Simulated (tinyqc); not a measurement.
Inside a calculation. Model: free and trapped electrons in a MOS channel with a dense trap tail.

Numbers from tinyqc (`OMP_NUM_THREADS=1 python tinyqc.py 2222153 2222154 out.jsonl`; about 0.02 s on one thread of a shared Intel Xeon 2.30GHz). Printed values are rounded.

p-type body, charge-sheet picture, full ionisation (an idealisation for deep acceptors), Boltzmann statistics for free electrons. e = Ec - EF at the surface. Acceptor-like traps of density D(E) = D0 + De exp(-E/Ew) at depth E below Ec, from 0 to Eu, hold n_t = integral of D(E)/(1 + exp((e - E)/Vt)). psi = Eg - Vt ln(Nv/Na) - e; N_dep = sqrt(2 eps0 eps_r Na (psi - Vt)/q); n_f = sqrt(N_dep^2 + 2 eps0 eps_r Vt Nc exp(-e/Vt)/q) - N_dep; Vg = Vfb + psi + q (N_dep + n_t + n_f)/Cox, Cox = eps0 eox/tox.

Parameters, values chosen for the exercise; band and dielectric values close to those of 4H silicon carbide: temperature T = 475 K; band gap Eg = 3.23 eV; relative permittivity eps_r = 9.53; conduction-band density of states at T Nc = 3.43e19 cm^-3; valence-band density of states at T Nv = 4.92e19 cm^-3; relative permittivity of the insulator eox = 3.9; insulator thickness tox = 75 nm; acceptor density Na = 2.5e16 cm^-3; flat-band voltage without trapped charge Vfb = -2.29 V; constant background density of acceptor-like traps D0 = 2.3e11 cm^-2 eV^-1; density of the tail at the conduction edge De = 5.6e13 cm^-2 eV^-1; decay energy of the tail Ew = 0.13 eV; depth below Ec down to which the traps reach Eu = 0.99 eV; mobility of free electrons mf = 250 cm^2/(V s); Ec - EF at the surface e = 0.27 eV.

Constants: q = 1.602176634e-19 C, kB = 1.380649e-23 J/K, Vt = kB T/q, eps0 = 8.8541878128e-14 F/cm where lengths are in cm. Results are converted to the units shown.

## Trapped charge

Trapezoid rule on 16 equal steps from 0 to Eu, f = 1/(1 + exp((e - E)/Vt)).

E, point 0 to 16 (eV): [0, 0.06187500, 0.1237500, 0.1856250, 0.2475, 0.3093750, 0.3712500, 0.4331250, 0.495, 0.5568750, 0.6187500, 0.6806250, 0.7425, 0.8043750, 0.8662500, 0.9281250, 0.99]
D(E) f, point 0 to 16 (cm^-2 eV^-1): [7.667600e10, 2.154979e11, 5.965198e11, 1.542351e12, 3.137429e12, 3.916974e12, 3.182428e12, 2.190235e12, 1.467149e12, 1.001456e12, 7.097171e11, 5.281069e11, 4.152205e11, 3.450769e11, 3.014961e11, 2.744197e11, 2.575974e11]
n_t = 1.236956e12 cm^-2

With 1600 steps n_t = 1.237e12 cm^-2; the coarse value is 0.039 % below it.

## Charges and gate voltage

psi, N_dep, n_f and Vg as defined, with the n_t given; free share n_f/(n_f + n_t); apparent mobility mf n_f/(n_f + n_t); gate voltage spent on traps q n_t/Cox.

psi = 2.649538 V
N_dep = 8.288097e11 cm^-2
n_f = 1.209383e10 cm^-2
Vg = 7.590142 V
free share = 0.9682423 %
apparent mobility = 2.420606 cm^2/(V s)
gate voltage spent on traps = 4.304401 V
